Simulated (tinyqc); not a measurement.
# Capacitance of parallel on-chip lines from Laplace's equation on a mesh, step by step

Computed by the program tinyqc: `OMP_NUM_THREADS=1 python tinyqc.py 2790192 2790193 out.jsonl`, one thread of a shared Intel Xeon 2.30GHz, about 0.9 s for the whole run. Printed values are rounded.

Cross-section of an endless row of equal lines between two grounded planes; neighbours are driven in antiphase (+1 V and -1 V), so the plane midway between two lines is at 0 V. By symmetry one quarter is solved: x runs from the centre of a line (column 0, mirror) to that midplane (column 4, 0 V), y from the mid-height of the line (row 0, mirror) to the ground plane (row 3, 0 V). The line fills columns 0 to 1 and rows 0 to 1 at 1 V. Cells beside the line (below row 1) have e2, cells above have e1. Each link between nodes has the conductance g = mean permittivity of the two cells beside it (a cell beyond a mirror counts as 0), and the free nodes obey sum g (V_neighbour - V) = 0.

Inputs (values chosen for the exercise):
- e1 = 3 (relative permittivity above and below the lines)
- e2 = 2.7 (relative permittivity between the lines)
- om = 1.4 (over-relaxation factor)

Constants: eps0 = 8.8541878128e-12 F/m. Results are converted to the units shown.

## Link conductances

gx[j, i] joins node (row j, column i) to column i + 1, gy[j, i] to row j + 1.

gx:
```
,col 0,col 1,col 2,col 3
row 0,1.35,1.35,1.35,1.35
row 1,2.85,2.85,2.85,2.85
row 2,3,3,3,3
row 3,1.5,1.5,1.5,1.5
```

gy:
```
,col 0,col 1,col 2,col 3,col 4
row 0,1.35,2.7,2.7,2.7,1.35
row 1,1.5,3,3,3,1.5
row 2,1.5,3,3,3,1.5
```

## Iteration 1: relaxation sweep

V at the start (V):
```
,col 0,col 1,col 2,col 3,col 4
row 0,1,1,0,0,0
row 1,1,1,0,0,0
row 2,0,0,0,0,0
row 3,0,0,0,0,0
```

One sweep visits the free nodes row by row from row 0, left to right, and replaces V by V + om (weighted mean of the neighbours - V), using new values at once.

V after sweep 1 (V):
```
,col 0,col 1,col 2,col 3,col 4
row 0,1.00000,1.00000,0.35000,0.12250,0.00000
row 1,1.00000,1.00000,0.46605,0.20374,0.00000
row 2,0.35000,0.47250,0.32849,0.18628,0.00000
row 3,0.00000,0.00000,0.00000,0.00000,0.00000
```

## Iteration 2: relaxation sweep

As before.

V after sweep 2 (V):
```
,col 0,col 1,col 2,col 3,col 4
row 0,1.00000,1.00000,0.57911,0.29630,0.00000
row 1,1.00000,1.00000,0.54793,0.27716,0.00000
row 2,0.54075,0.46524,0.28841,0.12344,0.00000
row 3,0.00000,0.00000,0.00000,0.00000,0.00000
```

## Course of the relaxation

Stop when no node changes by 1e-7 V. C = 4 eps0 sum g (difference of V along the link)^2, in aF/um.

Course of the iteration:
```
sweep,C (aF/um),largest change (V)
1,174.292,0.472
2,161.086,0.229
3,159.368,0.0814
4,158.947,0.0465
5,158.866,0.0298
6,158.836,0.0148
7,158.835,1.32e-3
8,158.835,6.36e-4
9,158.835,4.88e-4
10,158.835,1.24e-4
11,158.835,1.21e-4
12,158.835,3.02e-5
13,158.835,1.04e-5
14,158.835,6.28e-6
15,158.835,2.84e-6
16,158.835,7.82e-7
17,158.835,3.14e-7
18,158.835,8.04e-8
```

Converged in 18 sweeps. Over the last four sweeps the change shrinks by about 0.34 a sweep. C comes down from above, since the solution minimises the energy.

## Capacitance per length

converged V (V):
```
,col 0,col 1,col 2,col 3,col 4
row 0,1.00000,1.00000,0.56724,0.25109,0.00000
row 1,1.00000,1.00000,0.50893,0.21857,0.00000
row 2,0.46654,0.43308,0.26577,0.12108,0.00000
row 3,0.00000,0.00000,0.00000,0.00000,0.00000
```

C = 4 eps0 sum g (difference of V)^2 over all links (twice the energy of the four quarters, line at 1 V). Plate estimate without fringing: eps0 [2 e1 w/hd + 2 e2 t/(s/2)], w = 2 hx, t = 2 hx, s/2 = 3 hx, hd = 2 hx.

C = 158.835 aF/um
plate estimate = 85.0002 aF/um

C depends on the shape only, not on the mesh step hx. Meshes 6, 12 and 24 times finer extrapolate (Aitken) to 145.4 aF/um; this mesh is 9.3 % above that, and the plate estimate is 42 % below it.
